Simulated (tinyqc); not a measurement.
Capacitance of parallel on-chip lines from Laplace's equation on a mesh: two steps of the calculation.

Cross-section of an endless row of equal lines between two grounded planes; neighbours are driven in antiphase (+1 V and -1 V), so the plane midway between two lines is at 0 V. By symmetry one quarter is solved: x runs from the centre of a line (column 0, mirror) to that midplane (column 5, 0 V), y from the mid-height of the line (row 0, mirror) to the ground plane (row 5, 0 V). The line fills columns 0 to 2 and rows 0 to 2 at 1 V. Cells beside the line (below row 2) have e2, cells above have e1. Each link between nodes has the conductance g = mean permittivity of the two cells beside it (a cell beyond a mirror counts as 0), and the free nodes obey sum g (V_neighbour - V) = 0.

Inputs (values chosen for the exercise): relative permittivity above and below the lines e1 = 4.2; relative permittivity between the lines e2 = 3.9; over-relaxation factor om = 1.2.

Problem 1. Link conductances. gx[j, i] joins node (row j, column i) to column i + 1, gy[j, i] to row j + 1.

Wanted: gx; gy.

Solution 1.

gx:
```
       col 0  col 1  col 2  col 3  col 4
row 0  1.950  1.950  1.950  1.950  1.950
row 1  3.900  3.900  3.900  3.900  3.900
row 2  4.050  4.050  4.050  4.050  4.050
row 3  4.200  4.200  4.200  4.200  4.200
row 4  4.200  4.200  4.200  4.200  4.200
row 5  2.100  2.100  2.100  2.100  2.100
```

gy:
```
       col 0  col 1  col 2  col 3  col 4  col 5
row 0  1.950  3.900  3.900  3.900  3.900  1.950
row 1  1.950  3.900  3.900  3.900  3.900  1.950
row 2  2.100  4.200  4.200  4.200  4.200  2.100
row 3  2.100  4.200  4.200  4.200  4.200  2.100
row 4  2.100  4.200  4.200  4.200  4.200  2.100
```

Problem 2. Relaxation sweep. One sweep visits the free nodes row by row from row 0, left to right, and replaces V by V + om (weighted mean of the neighbours - V), using new values at once.

V after sweep 1 (V):
```
           col 0      col 1      col 2      col 3      col 4      col 5
row 0  1.0000000  1.0000000  1.0000000  0.3000000  0.0900000  0.0000000
row 1  1.0000000  1.0000000  1.0000000  0.3900000  0.1440000  0.0000000
row 2  1.0000000  1.0000000  1.0000000  0.4126667  0.1654000  0.0000000
row 3  0.3000000  0.3900000  0.4170000  0.2489000  0.1242900  0.0000000
row 4  0.0900000  0.1440000  0.1683000  0.1251600  0.0748350  0.0000000
row 5  0.0000000  0.0000000  0.0000000  0.0000000  0.0000000  0.0000000
```

gx:
```
       col 0  col 1  col 2  col 3  col 4
row 0   1.95   1.95   1.95   1.95   1.95
row 1    3.9    3.9    3.9    3.9    3.9
row 2   4.05   4.05   4.05   4.05   4.05
row 3    4.2    4.2    4.2    4.2    4.2
row 4    4.2    4.2    4.2    4.2    4.2
row 5    2.1    2.1    2.1    2.1    2.1
```

gy:
```
       col 0  col 1  col 2  col 3  col 4  col 5
row 0   1.95    3.9    3.9    3.9    3.9   1.95
row 1   1.95    3.9    3.9    3.9    3.9   1.95
row 2    2.1    4.2    4.2    4.2    4.2    2.1
row 3    2.1    4.2    4.2    4.2    4.2    2.1
row 4    2.1    4.2    4.2    4.2    4.2    2.1
```

Wanted: V after sweep 2.

Solution 2.

V after sweep 2 (V):
```
        col 0   col 1   col 2   col 3   col 4   col 5
row 0  1.0000  1.0000  1.0000  0.5010  0.2187  0.0000
row 1  1.0000  1.0000  1.0000  0.5393  0.2482  0.0000
row 2  1.0000  1.0000  1.0000  0.5003  0.2274  0.0000
row 3  0.5010  0.5406  0.5039  0.3263  0.1637  0.0000
row 4  0.2187  0.2495  0.2299  0.1643  0.0834  0.0000
row 5  0.0000  0.0000  0.0000  0.0000  0.0000  0.0000
```

tinyqc, about 0.7 s, one thread, Intel Xeon 2.30GHz (shared host): `OMP_NUM_THREADS=1 python tinyqc.py 2790129 2790130 out.jsonl`
